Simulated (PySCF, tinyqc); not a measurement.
RKS/B3LYP (VWN-RPA form) in the sto-6g basis, for H3-, spin multiplicity 1, step by step. The basis has no diffuse functions, so it cannot describe the extra electron: this is an exercise in the method, not the real anion. The lowest restricted solution is unstable here: a spin-polarised one lies 0.0866 hartree lower (PySCF). One step of it, computed by the program tinyqc.

Task: Iteration 1: building the Kohn-Sham matrix. J_ij = sum D_kl (ij|kl), K_ij = sum D_kl (ik|jl); F = H + J - 0.1 K + V_xc; E = tr D H + tr D J / 2 - 0.05 tr D K + E_xc + E_nn.

D at the start, order 1H 1s, 2H 1s, 3H 1s:
$$\begin{pmatrix}
2.350059 & -1.204131 & -1.203392 \\
-1.204131 & 2.337255 & -1.104005 \\
-1.203392 & -1.104005 & 2.337146
\end{pmatrix}$$

core Hamiltonian H = T + V (hartree), order 1H 1s, 2H 1s, 3H 1s:
$$\begin{pmatrix}
-1.407823 & -0.806647 & -0.806415 \\
-0.806647 & -1.395785 & -0.775331 \\
-0.806415 & -0.775331 & -1.395695
\end{pmatrix}$$

Two-electron integrals (ij|kl) in chemists' order, unique and non-zero (hartree):
```
(11|11) 0.774999   (21|11) 0.262960   (21|21) 0.118545   (22|11) 0.444606
(22|21) 0.262960   (22|22) 0.774999   (31|11) 0.262864   (31|21) 0.104664
(31|22) 0.202380   (31|31) 0.118469   (32|11) 0.197262   (32|21) 0.100807
(32|22) 0.250031   (32|31) 0.100779   (32|32) 0.108442   (33|11) 0.444536
(33|21) 0.202418   (33|22) 0.435091   (33|31) 0.262864   (33|32) 0.250031
(33|33) 0.774999
```

nuclear repulsion = 1.42044477 hartree

V_xc (hartree), order 1H 1s, 2H 1s, 3H 1s:
$$\begin{pmatrix}
-0.418654 & -0.166395 & -0.167098 \\
-0.166395 & -0.419441 & -0.160170 \\
-0.167098 & -0.160170 & -0.420272
\end{pmatrix}$$

E_xc = sum of w rho eps_xc = -1.40317933 hartree

Give: Coulomb J; exchange K; Kohn-Sham matrix F; total energy of this density.

Result:

Coulomb J (hartree), order 1H 1s, 2H 1s, 3H 1s:
$$\begin{pmatrix}
2.198 & 0.946 & 0.945 \\
0.946 & 2.201 & 0.908 \\
0.945 & 0.908 & 2.201
\end{pmatrix}$$

exchange K (hartree), order 1H 1s, 2H 1s, 3H 1s:
$$\begin{pmatrix}
0.878 & 0.092 & 0.092 \\
0.092 & 0.915 & 0.085 \\
0.092 & 0.085 & 0.916
\end{pmatrix}$$

Kohn-Sham matrix F (hartree), order 1H 1s, 2H 1s, 3H 1s:
$$\begin{pmatrix}
0.284 & -0.037 & -0.037 \\
-0.037 & 0.294 & -0.036 \\
-0.037 & -0.036 & 0.293
\end{pmatrix}$$

total energy of this density = -0.05807 hartree
